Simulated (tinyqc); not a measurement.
Planar metal-insulator-metal capacitor: capacitance, non-linearity, leakage and relaxation: one step of the calculation.

A film between two metal electrodes, each interface adding a series capacitance ci. The small-signal permittivity is ek (1 + aq E^2); the field is found with the linear permittivity. Leakage J = J0 sinh(E/Ef). After a voltage step the film passes a relaxation current kr C V tt^(-nr), tt being the time in seconds.

Question. Planar capacitance, field and non-linearity. Planar film: Cf = eps0 ek/t, 1/C = 1/Cf + 2/ci, EOT = 3.9 eps0/C, effective permittivity C t/eps0, E = (V/t) C/Cf; quadratic coefficient [C(V)/C - 1]/V^2 with Cf (1 + aq E^2) in C(V).

Values chosen for this exercise; permittivity of the order of that of strontium titanate: relative permittivity of the film ek = 156; film thickness t = 7.4 nm; capacitance of each electrode interface (dead layer and screening) ci = 100 uF/cm^2; quadratic field coefficient of the permittivity aq = -0.05 cm^2/MV^2; bias V = 1.6 V; leakage prefactor J0 = 4.5e-10 A/cm^2; field for an e-fold rise of the leakage Ef = 0.36 MV/cm.

Constants: eps0 = 8.8541878128e-14 F/cm where lengths are in cm. Results are converted to the units shown.

Give: Cf; C; EOT; effective permittivity; E; quadratic coefficient; J.

Answer.

Cf = 18.67 uF/cm^2
C = 13.59 uF/cm^2
EOT = 0.2541 nm
effective permittivity = 113.6
E = 1.574 MV/cm
quadratic coefficient = -3.648e4 ppm/V^2
J = 1.784e-8 A/cm^2

The interfaces take 27.2 % of the voltage.

Range of the model: The field exceeds about 1.1 MV/cm, a sizeable part of the breakdown field expected for this permittivity.

Computed by the program tinyqc: `OMP_NUM_THREADS=1 python tinyqc.py 2102165 2102166 out.jsonl`, one thread of a shared Intel Xeon 2.30GHz, about 0.01 s for the whole run.
